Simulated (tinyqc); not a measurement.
# Worked calculation: on-chip interconnect, size-dependent resistivity and RC delay

Computed by the program tinyqc: `OMP_NUM_THREADS=1 python tinyqc.py 2100055 2100056 out.jsonl`, one thread of a shared Intel Xeon 2.30GHz, about 0.01 s for the whole run. Printed values are rounded.

A rectangular line between two neighbours and two ground planes. Surface and grain-boundary scattering are added to the bulk resistivity as corrections; capacitances are parallel-plate values without fringing; inductance is ignored.

Values chosen for this exercise; metal values close to those of copper:
- rho0 = 1.69 uohm cm (bulk resistivity)
- lam = 41 nm (bulk mean free path)
- ps = 0 (specular share of surface scattering)
- Rg = 0.33 (reflection coefficient of grain boundaries)
- gr = 1.5 (grain size over the metal width)
- wd = 16 nm (drawn line width)
- AR = 2.2 (aspect ratio, height over width)
- tl = 2 nm (liner on both walls and the bottom, not conducting)
- sp = 16 nm (space to the neighbouring lines)
- hd = 17 nm (dielectric height to the planes above and below)
- ek = 2.2 (relative permittivity of the dielectric)
- Mf = 1 (Miller factor of the neighbours)
- Lw = 35 um (line length)
- Rd = 16000 ohm (driver resistance)
- Cl = 1.3 fF (load capacitance)
- dt = 26 ps (time step)

Constants: eps0 = 8.8541878128e-12 F/m. Results are converted to the units shown.

Range of the model: The metal width is under the mean free path, where the thick-limit surface term and the simple sum of corrections lose accuracy.

## Resistivity, resistance and capacitance per length

Metal width x = wd - 2 tl, height y = AR wd - tl; grain boundaries (Mayadas-Shatzkes): al = (lam/(gr x)) Rg/(1 - Rg), g = 1/[1 - 3 al/2 + 3 al^2 - 3 al^3 ln(1 + 1/al)] - 1; surfaces (Fuchs-Sondheimer, thick limit): s = (3/8) lam (1 - ps)(1/x + 1/y); rho = rho0 (1 + g + s); r = rho/(x y); c = eps0 ek (2 wd/hd + 2 Mf AR wd/sp).

x = 12 nm
y = 33.2 nm
al = 1.121891
g = 1.541908
s = 1.744352
rho = 7.243779 uohm cm
r = 181.8218 ohm/um
c = 0.1223753 fF/um

rho is 4.29 times the bulk value; surfaces add more (1.74 against 1.54). The liner takes 29.3 % of the cross-section.

## Ladder and Elmore delays

6 equal pi sections: series Rs = r Lw/6; node capacitances c Lw/6, halved at nodes 0 and 6, with Cl added to node 6; Rd feeds node 0. Elmore delay of node k: the sum, over the resistors on the path to k, of resistance times all capacitance downstream of it.

Rs = 1060.627 ohm

```
node,C (fF),Elmore delay (ps)
0,0.3569279,89.33016
1,0.7138559,94.87322
2,0.7138559,99.65914
3,0.7138559,103.6879
4,0.7138559,106.9596
5,0.7138559,109.4741
6,1.656928,111.2315
```

The far-end value equals Rd (c Lw + Cl) + r Lw (c Lw/2 + Cl) for any number of pi sections; the line resistance contributes 19.7 % of it.

## Step 1: node voltages after a time step

```
node,v at t = 0 (V)
0,0
1,0
2,0
3,0
4,0
5,0
6,0
```

A 1 V step is applied behind Rd at t = 0. C dv/dt = -G v + b, with G the conductance matrix of the ladder (1/Rs between neighbours, 1/Rd added at node 0) and b = (1 V/Rd, 0, ...). Backward Euler step: (C/dt + G) v(new) = (C/dt) v + b.

```
node,v at t = 1 dt (V)
0,0.3073312
1,0.2658895
2,0.2321908
3,0.2052535
4,0.1842934
5,0.1687000
6,0.1580192
```

## Step 2: node voltages after a time step

As before.

```
node,v at t = 2 dt (V)
0,0.4542083
1,0.4201668
2,0.3906179
3,0.3656825
4,0.3454189
5,0.3298474
6,0.3189686
```

## Course in time

A 1 V step is applied behind Rd at t = 0. C dv/dt = -G v + b, with G the conductance matrix of the ladder (1/Rs between neighbours, 1/Rd added at node 0) and b = (1 V/Rd, 0, ...). Backward Euler step: (C/dt + G) v(new) = (C/dt) v + b. The last column solves the same ladder exactly by its modes.

Voltages (V):
```
t (ps),node 0,node 3,node 6,"node 6, exact"
26.00,0.3073,0.2053,0.1580,0.1710
52.00,0.4542,0.3657,0.3190,0.3527
78.00,0.5637,0.4920,0.4533,0.4947
104.0,0.6504,0.5929,0.5617,0.6056
130.0,0.7198,0.6737,0.6487,0.6921
156.0,0.7755,0.7385,0.7184,0.7596
182.0,0.8200,0.7904,0.7743,0.8124
208.0,0.8557,0.8320,0.8191,0.8535
234.0,0.8844,0.8653,0.8550,0.8857
260.0,0.9073,0.8921,0.8838,0.9107
286.0,0.9257,0.9135,0.9068,0.9303
312.0,0.9405,0.9307,0.9253,0.9456
```

The far end of the ladder reaches 0.5 V at 79.10 ps, 0.711 of its Elmore delay (ln 2 = 0.693 for a single pole); the slowest mode has a time constant of 105.0 ps. The largest error of the backward Euler steps at that node is 44 mV.
